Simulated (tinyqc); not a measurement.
Pi bands of a honeycomb layer in tight binding: one step. The secular equation.

Lattice vectors a (1,0) and a (1/2, sqrt3/2); f = exp(i ky a/sqrt3) + 2 cos(kx a/2) exp(-i ky a/(2 sqrt3)), w = |f|. H = [[D - t2 F, -t f], [., -D - t2 F]] with F = w^2 - 3, S = [[1, s0 f], [., 1]]; the levels solve det(H - E S) = 0. K = (4 pi/3a, 0), M = (pi/a, pi/(sqrt3 a)); w = 3, 1, 0 at Gamma, M, K.

Inputs chosen for the exercise (of the size used for graphene; the results hold for these values, not for the real material):
```
symbol  value  unit  meaning
t       3.08   eV    nearest hopping
t2      0.1    eV    second-neighbour hopping
s0      0            overlap of neighbours
D       0.039  eV    +D on A, -D on B
```

w = 0.8398510

Question. det(H - E S) = 0 reads (e - E)^2 - D^2 - (t + s0 E)^2 w^2 = 0 with e = -t2 (w^2 - 3), that is c2 E^2 + 2 c1 E + c0 = 0 with c2 = 1 - s0^2 w^2, c1 = -(e + t s0 w^2), c0 = e^2 - D^2 - t^2 w^2.

Give: c2, c1, c0; levels.

Answer.

c2, c1, c0: [1.0000, -0.2295, -6.6401]

levels (eV): [-2.3576, 2.8165]

(tinyqc, `OMP_NUM_THREADS=1 python tinyqc.py 1482205 1482206 out.jsonl`, Intel(R) Xeon(R) Processor @ 2.30GHz, 1 thread, shared host, about 0.01 s.)
